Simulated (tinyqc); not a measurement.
Inverse iteration on a symmetric matrix, step by step. Computed by tinyqc, a small Python program that keeps every step. Settings: method = inverse, shift = 0.64. Command: `OMP_NUM_THREADS=1 python tinyqc.py 22232 22233 out.jsonl` (the two numbers bound the seeds that draw the settings). One thread of a shared host (Intel(R) Xeon(R) Processor @ 2.60GHz), about 0.01 s of CPU time with the checks.

## Step 1

A:
```
,1,2,3,4
1,1.0030,-0.3510,0.5460,-0.3050
2,-0.3510,1.4040,-0.1190,0.4230
3,0.5460,-0.1190,1.4090,0.2960
4,-0.3050,0.4230,0.2960,2.1840
```

vector v at the start: 0.5000  0.5000  0.5000  0.5000

shift = 0.6400

solve (A - shift) w = v; v' = w/|w| with its largest component positive (the first on a tie); lambda = v'^T A v'.

vector after step 1: -0.5722  0.2175  0.7665  -0.1941

Rayleigh quotient after step 1 = 0.6822

## Step 2

As before.

vector after step 2: 0.8335  0.2682  -0.4562  0.1590

Rayleigh quotient after step 2 = 0.5155

## Step 3

As before.

vector after step 3: 0.7980  0.1109  -0.5506  0.2184

Rayleigh quotient after step 3 = 0.5029

## Course of the iteration

Stop when the residual |A v - lambda v| is below 1e-9.

Steps:
```
step,lambda,residual
1,0.682154,3.85e-01
2,0.515479,9.37e-02
3,0.502924,2.73e-02
4,0.501791,8.31e-03
5,0.501685,2.54e-03
6,0.501675,7.79e-04
7,0.501674,2.39e-04
8,0.501674,7.32e-05
9,0.501674,2.24e-05
10,0.501674,6.88e-06
11,0.501674,2.11e-06
12,0.501674,6.46e-07
13,0.501674,1.98e-07
14,0.501674,6.07e-08
15,0.501674,1.86e-08
16,0.501674,5.70e-09
17,0.501674,1.75e-09
18,0.501674,5.36e-10
```

all eigenvalues, for comparison: 0.5017  1.0913  1.9129  2.4942

Converged in 18 steps.
